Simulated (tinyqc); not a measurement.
Changing the total flow: precursor delivery and alloy composition in metal-organic vapour-phase epitaxy. Computed by tinyqc, a small Python program. Command: `OMP_NUM_THREADS=1 python tinyqc.py 3019129 3019130 out.jsonl movpe sweep`. One thread of a shared host (Intel(R) Xeon(R) Processor @ 2.30GHz), about 0.01 s of CPU time with the checks.

Carrier gas leaves each bubbler saturated. Group-III species cross a boundary layer and react at the surface; element 2 can also desorb. The film is (1)_(1-x) (2)_x V with a zinc-blende cell.

Inputs (values chosen for the exercise, close to those used for AlGaAs from TMAl and TMGa):
```
quantity,value,unit
source 1: a in log10(p/torr) = a - b/T,8.22,-
source 1: b,2134,K
source 1: bath temperature,21,C
source 1: carrier flow,19,sccm
source 2: a,8.07,-
source 2: b,1703,K
source 2: bath temperature,-8,C
source 2: carrier flow,56,sccm
bubbler pressure p_b,400,torr
group-V hydride flow,330,sccm
reactor pressure p,200,torr
diffusivity D0 at 273.15 K and 760 torr,0.36,cm^2/s
boundary layer delta,1.3,cm
prefactor of the surface rate k_s,9.7e+13,cm/s
energy of k_s,1.97,eV
prefactor of the loss of element 2,3.7e+16,layers/s
energy of the loss,3.57,eV
lattice constant a,5.655,angstrom
growth temperature T,680,C
```

Constants: k_B = 1.380649e-23 J/K; k_B = 8.617333262e-05 eV/K.

Method:
- Temperatures in kelvin are T(C) + 273.15.
- Vapour pressure p_v = 10^(a - b/T); precursor flow = carrier flow x p_v/(p_b - p_v); 1 sccm = 44.615 micromol/min; V/III = hydride flow over the sum of both; gas share x_g = F2/(F1 + F2).
- Partial pressure p_i = p F_i/(44615 x total flow in slm); density n_i = p_i/(k_B T), 1 torr = 133.322 Pa; D = D0 (T/273.15)^1.75 (760/p), h = D/delta, the same for both; k_s = prefactor x exp(-energy/(k_B T)); arrival J_i = n_i/(1/h + 1/k_s); in layers per second g_i = J_i a^2/2 (two group-III sites per a^2 on (001)).
- Loss of element 2 is r x with r = prefactor x exp(-energy/(k_B T)). Then x = (g2 - r x)/(g1 + g2 - r x), or r x^2 - (g1 + g2 + r) x + g2 = 0, smaller root; growth rate G = g1/(1 - x) layers/s; one layer is a/2 thick, 1 angstrom/s = 0.36 um/h.
- Distribution coefficient = [x/(1 - x)]/[x_g/(1 - x_g)], x_g = g2/(g1 + g2).

One run for each value:
```
total flow (slm),growth rate G (um/h),solid share x,distribution coefficient
2.0,114.69,0.93966,0.99996
3.3,69.51,0.93966,0.99993
5.3,43.28,0.93966,0.99988
8.6,26.67,0.93965,0.99981
14.0,16.38,0.93965,0.99969
23.0,9.97,0.93964,0.99950
37.0,6.19,0.93962,0.99919
60.0,3.82,0.93959,0.99869
```

What does the table show, and why?

Over the rows, growth rate G (um/h) falls from 115 to 3.82 (exponent d ln y / d ln x about -1.0 throughout); solid share x falls from 0.939662 to 0.939590; distribution coefficient falls from 0.99996 to 0.99869. The exponent of growth rate G stays at -1: more carrier dilutes the precursors at fixed delta.

Caution (all rows): trimethylaluminium is largely a dimer in the vapour, which would double its metal flow; it is counted as a monomer here. Caution (rows 2.00, 3.30, 5.30, 8.60, 14.0): rates above some 15 um/h are beyond usual practice, and precursor depletion would cap them. Caution (all rows): the lattice constant is held fixed as x changes, delta does not respond to the flow, both precursors share one D and k_s, and gas-phase side reactions are left out.
